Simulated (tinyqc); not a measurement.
Joule-heated wire on a substrate, fin equation: effect of the place of the hot spot as a share of L.

A wire of length L loses heat along itself to two contacts and sideways to the substrate: kap A theta'' - g theta + p = 0 with theta = T - T0 and p(x) = p0 exp(-((x/L - x0)/sg)^2/2). Each end passes the heat flow theta/Rc to its contact. Constant conductivity, diffusive heat flow.

The equation is solved on 800 equal steps and the peak is the largest node value. LH = sqrt(kap A/g); the share is the integral of g theta over that of p.

Values chosen for this exercise: conductivity along the wire kap = 23 W/(m K); cross-section A = 90 nm^2; conductance per length to the substrate g = 1.3 W/(m K); length between the contacts L = 200 nm; thermal resistance of each contact Rc = 12 K/uW; peak heating per length p0 = 0.076 uW/nm; width of the hot spot as a share of L sg = 0.15.

The same in every row: LH (nm) = 39.90; L/LH = 5.012.

Result of one run:

| x0 | peak theta (K) | peak/(p0/g) | share to the substrate (%) |
|---|---|---|---|
| 0.72 | 31.84 | 0.5447 | 79.77 |

What becomes of these results when the place of the hot spot as a share of L x0 is changed from 0.72 to 0.88, all else the same?

Result of the changed run:

| x0 | peak theta (K) | peak/(p0/g) | share to the substrate (%) |
|---|---|---|---|
| 0.88 | 26.77 | 0.4578 | 69.35 |

The whole series:

| x0 | peak theta (K) | peak/(p0/g) | share to the substrate (%) |
|---|---|---|---|
| 0.5 | 32.81 | 0.5613 | 86.73 |
| 0.57 | 32.75 | 0.5602 | 85.99 |
| 0.65 | 32.47 | 0.5554 | 83.38 |
| 0.72 | 31.84 | 0.5447 | 79.77 |
| 0.8 | 30.19 | 0.5165 | 74.68 |
| 0.88 | 26.77 | 0.4578 | 69.35 |
| 0.95 | 21.95 | 0.3755 | 65.01 |

As x0 goes from 0.5 to 0.95, the peak theta falls from 32.8 to 22.0 K and the share of heat to the substrate falls from 86.7 to 65.0 %; L/LH is 5.01 throughout.

Numbers from tinyqc (`OMP_NUM_THREADS=1 python tinyqc.py 2520106 2520107 out.jsonl`; about 0.01 s on one thread of a shared Intel Xeon 2.30GHz).
